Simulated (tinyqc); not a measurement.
Schottky emission and Poole-Frenkel conduction in an insulator, and how to tell them apart: one step of the calculation.

Schottky emission (electrode-limited): J = As T^2 exp[-(pb - b sqrt(F))/Vt], b = sqrt(q/(4 pi eps0 ei)). Poole-Frenkel emission (bulk-limited): J = s0 F exp[-(pt - 2 b sqrt(F))/Vt]. F in V/cm.

Question. Which mechanism made these data. The data come from another sample of the same dielectric, in which one mechanism alone limits the current. Fit straight lines by least squares: ln J on sqrt(F) (Schottky plot, slope b/Vt) and ln(J/F) on sqrt(F) (Poole-Frenkel plot, slope 2 b/Vt), F in V/cm, and read a permittivity from each slope. The right mechanism gives a value near ei, and in any case between ei and es.

Inputs (values chosen for the exercise); dielectric values close to those of hafnium oxide: temperature T = 400 K; high-frequency relative permittivity ei = 4.03; static relative permittivity es = 22.9.

Constants: q = 1.602176634e-19 C, kB = 1.380649e-23 J/K, Vt = kB T/q, eps0 = 8.8541878128e-14 F/cm where lengths are in cm. Results are converted to the units shown.

```
point  F (MV/cm)  J (A/cm^2)
0           0.87    0.002854
1           1.52      0.0148
2           2.17     0.05526
3           2.83       0.174
4           3.48      0.4753
```

Find: slope of the Schottky plot; permittivity read as Schottky; slope of the Poole-Frenkel plot; permittivity read as Poole-Frenkel.

Answer.

slope of the Schottky plot = 0.005484 (cm/V)^0.5
permittivity read as Schottky = 4.030
slope of the Poole-Frenkel plot = 0.004003 (cm/V)^0.5
permittivity read as Poole-Frenkel = 30.25

Both plots are nearly straight, so straightness decides nothing. Read as Schottky the data give 4.03, which matches ei = 4.03; read as Poole-Frenkel they give 30.3, above even the static value 22.9. The data were made by Schottky emission.

Program tinyqc, `OMP_NUM_THREADS=1 python tinyqc.py 2370124 2370125 out.jsonl`; Intel Xeon 2.30GHz, shared host, one thread, about 0.01 s.
